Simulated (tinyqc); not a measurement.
Worked calculation: precursor delivery and alloy composition in metal-organic vapour-phase epitaxy. Computed by tinyqc, a small Python program that keeps every step. Command: `OMP_NUM_THREADS=1 python tinyqc.py 3005388 3005389 out.jsonl movpe walk`. One thread of a shared host (Intel(R) Xeon(R) Processor @ 2.30GHz), about 0.01 s of CPU time with the checks. Intermediate numbers are printed to about 5 digits and carried at full precision; extremes and crossings named in words are read from the listed rows.

Carrier gas leaves each bubbler saturated. Group-III species cross a boundary layer and react at the surface; element 2 can also desorb. The film is (1)_(1-x) (2)_x V with a zinc-blende cell.

Inputs (values chosen for the exercise, close to those used for AlGaAs from TMAl and TMGa):
```
quantity                                   value      unit
source 1: a in log10(p/torr) = a - b/T      8.22         -
source 1: b                                 2134         K
source 1: bath temperature                    17         C
source 1: carrier flow                       5.5      sccm
source 2: a                                 8.07         -
source 2: b                                 1703         K
source 2: bath temperature                     4         C
source 2: carrier flow                       4.4      sccm
bubbler pressure p_b                         600      torr
group-V hydride flow                          30      sccm
total flow                                   7.8       slm
reactor pressure p                           760      torr
diffusivity D0 at 273.15 K and 760 torr     0.36    cm^2/s
boundary layer delta                         1.1        cm
prefactor of the surface rate k_s        6.9e+13      cm/s
energy of k_s                               1.96        eV
prefactor of the loss of element 2       3.2e+16  layers/s
energy of the loss                          3.62        eV
lattice constant a                         5.655  angstrom
growth temperature T                         650         C
```

Constants: k_B = 1.380649e-23 J/K; k_B = 8.617333262e-05 eV/K.

## Molar flows

Temperatures in kelvin are T(C) + 273.15. Vapour pressure p_v = 10^(a - b/T); precursor flow = carrier flow x p_v/(p_b - p_v); 1 sccm = 44.615 micromol/min; V/III = hydride flow over the sum of both; gas share x_g = F2/(F1 + F2).

vapour pressures (torr): source 1 7.3313, source 2 84.200

molar flows (micromol/min): F1 3.0354, F2 32.045

V/III ratio = 38.153

gas share x_g = 0.91347

The slope of F2 with the temperature of bath 2 is b ln(10)/T^2 x p_b/(p_b - p_v) = 5.9 % per kelvin. Caution: trimethylaluminium is largely a dimer in the vapour, which would double its metal flow; it is counted as a monomer here.

## Transport to the surface

Partial pressure p_i = p F_i/(44615 x total flow in slm); density n_i = p_i/(k_B T), 1 torr = 133.322 Pa; D = D0 (T/273.15)^1.75 (760/p), h = D/delta, the same for both; k_s = prefactor x exp(-energy/(k_B T)); arrival J_i = n_i/(1/h + 1/k_s); in layers per second g_i = J_i a^2/2 (two group-III sites per a^2 on (001)).

densities (1/cm^3): n1 6.9343e+13, n2 7.3207e+14

h = 2.7570 cm/s

k_s = 1375.8 cm/s

arrival rates (layers/s): g1 0.30507, g2 3.2207

Growth is transport-limited.

## Composition and growth rate

Loss of element 2 is r x with r = prefactor x exp(-energy/(k_B T)). Then x = (g2 - r x)/(g1 + g2 - r x), or r x^2 - (g1 + g2 + r) x + g2 = 0, smaller root; growth rate G = g1/(1 - x) layers/s; one layer is a/2 thick, 1 angstrom/s = 0.36 um/h. Distribution coefficient = [x/(1 - x)]/[x_g/(1 - x_g)], x_g = g2/(g1 + g2).

loss rate r = 5.5257e-04 layers/s

solid share x = 0.91346

growth rate G = 3.5884 um/h

distribution coefficient = 0.99984

Desorption is negligible, so the solid copies the gas. Caution: the lattice constant is held fixed as x changes, delta does not respond to the flow, both precursors share one D and k_s, and gas-phase side reactions are left out.

## Three regimes over temperature

The formulas are those given above.

Growth:
```
T (C)       k_s/h  r (layers/s)        x  G (um/h)
450    8.4015e-01    1.8908e-09  0.91347    1.3671
500    5.7137e+00    8.0943e-08  0.91347    2.6793
550    3.0574e+01    2.1954e-06  0.91347    3.1953
600    1.3419e+02    4.0803e-05  0.91347    3.4234
650    4.9904e+02    5.5257e-04  0.91346    3.5884
700    1.6137e+03    5.7251e-03  0.91335    3.7335
750    4.6322e+03    4.7200e-02  0.91249    3.8398
800    1.2004e+04    3.1969e-01  0.90663    3.7306
850    2.8477e+04    1.8262e+00  0.85963    2.5677
```

G peaks at 750 C among these rows. Between the first rows the apparent energy is 0.65 eV, against 1.96 eV for k_s, as control is already mixed; k_s passes h between 450 and 500 C, well above which G depends weakly on T until desorption sets in.  Caution: in these rows, too, a is fixed and both precursors share one D and k_s.

Checks made by the program: balance of element 2 (relative difference below 1e-10).
